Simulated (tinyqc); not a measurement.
## Planar metal-insulator-metal capacitor: capacitance, non-linearity, leakage and relaxation: capacitance, non-linearity and leakage against thickness

A film between two metal electrodes, each interface adding a series capacitance ci. The small-signal permittivity is ek (1 + aq E^2); the field is found with the linear permittivity. Leakage J = J0 sinh(E/Ef). After a voltage step the film passes a relaxation current kr C V tt^(-nr), tt being the time in seconds.

Planar film: Cf = eps0 ek/t, 1/C = 1/Cf + 2/ci, EOT = 3.9 eps0/C, effective permittivity C t/eps0, E = (V/t) C/Cf; quadratic coefficient [C(V)/C - 1]/V^2 with Cf (1 + aq E^2) in C(V).

Parameters, values chosen for the exercise; permittivity of the order of that of titanium dioxide:

| symbol | value | unit | meaning |
|---|---|---|---|
| ek | 87.7 |  | relative permittivity of the film |
| ci | 42 | uF/cm^2 | capacitance of each electrode interface (dead layer and screening) |
| aq | 0.028 | cm^2/MV^2 | quadratic field coefficient of the permittivity |
| V | 2.2 | V | bias |
| J0 | 6.7e-11 | A/cm^2 | leakage prefactor |
| Ef | 0.28 | MV/cm | field for an e-fold rise of the leakage |

Constants: eps0 = 8.8541878128e-14 F/cm where lengths are in cm. Results are converted to the units shown.

Capacitance, non-linearity and leakage against thickness:

| t (nm) | C (uF/cm^2) | EOT (nm) | effective permittivity | E (MV/cm) | quadratic coefficient (ppm/V^2) | J (A/cm^2) |
|---|---|---|---|---|---|---|
| 8.6 | 6.314 | 0.5469 | 61.33 | 1.789 | 1.261e4 | 1.994e-8 |
| 11 | 5.283 | 0.6536 | 65.64 | 1.497 | 9550 | 7.026e-9 |
| 14 | 4.388 | 0.7870 | 69.38 | 1.243 | 7009 | 2.839e-9 |
| 18 | 3.579 | 0.9649 | 72.75 | 1.014 | 4910 | 1.251e-9 |
| 23 | 2.909 | 1.187 | 75.55 | 0.8240 | 3375 | 6.338e-10 |
| 29 | 2.375 | 1.454 | 77.78 | 0.6728 | 2319 | 3.673e-10 |
| 37 | 1.908 | 1.810 | 79.73 | 0.5406 | 1536 | 2.261e-10 |
| 47 | 1.532 | 2.255 | 81.30 | 0.4339 | 1010 | 1.507e-10 |
| 60 | 1.219 | 2.833 | 82.61 | 0.3454 | 649.9 | 1.053e-10 |

What does the comparison show?

C falls from 6.31 to 1.22 uF/cm^2 while the effective permittivity goes from 61.3 to 82.6 (ek = 87.7). EOT is a straight line in t with slope 3.9/ek = 0.0445 and intercept 0.164 nm. The quadratic coefficient goes as t^(-1.13) between the first two rows and t^(-1.80) between the last two (-2 without interfaces), and J falls by 2.28 decades.

Program tinyqc, `OMP_NUM_THREADS=1 python tinyqc.py 2102013 2102014 out.jsonl`; Intel Xeon 2.30GHz, shared host, one thread, about 0.01 s.
